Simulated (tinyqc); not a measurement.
Polycrystalline film, grain-boundary barriers (Seto model): one step of the calculation.

One-dimensional grains of size Lg with donors N; each boundary has Qt acceptor-like traps per area at one level Et below the band edge. Trapped electrons qt deplete a width w = qt/N (both sides together) and raise a barrier Vb = q N w^2/(8 eps0 eps_r). Current crosses the barriers by thermionic emission at small bias. Abrupt depletion, full ionisation, Boltzmann statistics.

Question. Critical doping and limits of the barrier. N* = Qt/Lg; fully depleted grains have Vb = q N Lg^2/(8 eps0 eps_r), filled traps Vb = q Qt^2/(8 eps0 eps_r N); the true barrier cannot exceed the smaller.

Values chosen for this exercise; values close to those of polycrystalline silicon:
- eps_r = 11.7 (relative permittivity of the semiconductor)
- Lg = 80 nm (grain size)
- Qt = 3.5e12 cm^-2 (trap density at a boundary)
- N = 3.4e18 cm^-3 (donor density)

Constants: q = 1.602176634e-19 C, eps0 = 8.8541878128e-14 F/cm where lengths are in cm. Results are converted to the units shown.

Find: N*; Vb, fully depleted; Vb, traps filled.

Answer.

N* = 4.3750e17 cm^-3
Vb, fully depleted = 4.2067 V
Vb, traps filled = 0.069654 V

tinyqc, about 0.01 s, one thread, Intel Xeon 2.30GHz (shared host): `OMP_NUM_THREADS=1 python tinyqc.py 2610042 2610043 out.jsonl`
